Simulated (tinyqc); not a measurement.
Worked calculation: standing waves and exposure in a photoresist film. Values are carried at full precision from step to step, so a last printed digit may differ when a step is redone from the rounded ones.

Normal incidence from air. Unexposed resist: N1 = n1 + i k1 with k1 = (A + B) lam/(4 pi), lam in micrometres. r01 = (1 - N1)/(1 + N1), t01 = 2/(1 + N1). Below the resist lie the layer Na = na + i ka and the substrate Ns = ns + i ks: r12 = (r1a + ras x)/(1 + r1a ras x), x = exp(4 pi i Na da/lam), r1a = (N1 - Na)/(N1 + Na), ras = (Na - Ns)/(Na + Ns). With p = exp(2 pi i N1 d/lam), the field at depth z is E(z) = t01 [exp(2 pi i N1 z/lam) + r12 p^2 exp(-2 pi i N1 z/lam)]/(1 + r01 r12 p^2), the relative intensity I(z) = n1 |E(z)|^2 and the reflectance R = |(r01 + r12 p^2)/(1 + r01 r12 p^2)|^2.

Inputs chosen for the exercise (a resist on Cu, indices near tabulated ones; shifted at random, so the results belong to these values and not to a real crystal): lam = 193 nm (vacuum wavelength); n1 = 1.683 (resist index); A = 0.01 1/micrometre (bleachable absorption (Dill A)); B = 0.51 1/micrometre (fixed absorption (Dill B)); d = 173 nm (resist thickness); ns = 0.976 (substrate n); ks = 1.364 (substrate k); na = 1.822 (n of the bottom antireflection layer); ka = 0.388 (its k); da = 42 nm (its thickness); C = 0.015 cm^2/mJ (exposure rate (Dill C)); D = 15 mJ/cm^2 (incident dose); Ld = 30 nm (diffusion length of the post-exposure bake).

## Interface coefficients

Form N1, r01, t01 and r12.

N1 = 1.68300+0.00799i
r01 = -0.2546-0.0022i
t01 = 0.7454-0.0022i
r12 = -0.1769-0.1556i
|r12|^2 = 0.0555

Next to the bottom the intensity swings by a factor ((1 + |r12|)/(1 - |r12|))^2 = 2.61 between antinode and node; without the layer |r12|^2 would be 0.2612.

## Round trip and reflectance

Form p^2, the denominator and R; the period of the standing wave is lam/(2 n1).

p^2 = 0.9086+0.0985i
1 + r01 r12 p^2 = 1.0367+0.0408i
R = 0.1728
period = 57.34 nm

The film holds 3.02 periods.

## Intensity and exposure over the lowest period

Nine depths from d - period to d. Without bleaching during the exposure the share of unexposed compound is m = exp(-C D I).

Profile:

| z (nm) | I | m |
|---|---|---|
| 115.7 | 0.580 | 0.878 |
| 122.8 | 0.485 | 0.897 |
| 130.0 | 0.608 | 0.872 |
| 137.2 | 0.876 | 0.821 |
| 144.3 | 1.130 | 0.775 |
| 151.5 | 1.220 | 0.760 |
| 158.7 | 1.091 | 0.782 |
| 165.8 | 0.817 | 0.832 |
| 173.0 | 0.557 | 0.882 |

I runs from 0.485 to 1.220 on these points, so m runs from 0.760 to 0.897; the least exposed point listed lies 50.2 nm above the bottom.

## Smoothing by the bake

Gaussian diffusion of length Ld multiplies a cosine of period L by exp(-2 pi^2 Ld^2/L^2). Give that factor, and the Ld that leaves 10 %.

factor = 0.00450
Ld for 10 % = 19.58 nm

## Checks

- R against the transfer-matrix product: both 0.17275.

Run: tinyqc, `OMP_NUM_THREADS=1 python tinyqc.py 1650575 1650576 out.jsonl`; Intel(R) Xeon(R) Processor @ 2.30GHz, one thread, shared host; about 0.01 s of CPU time with all checks.
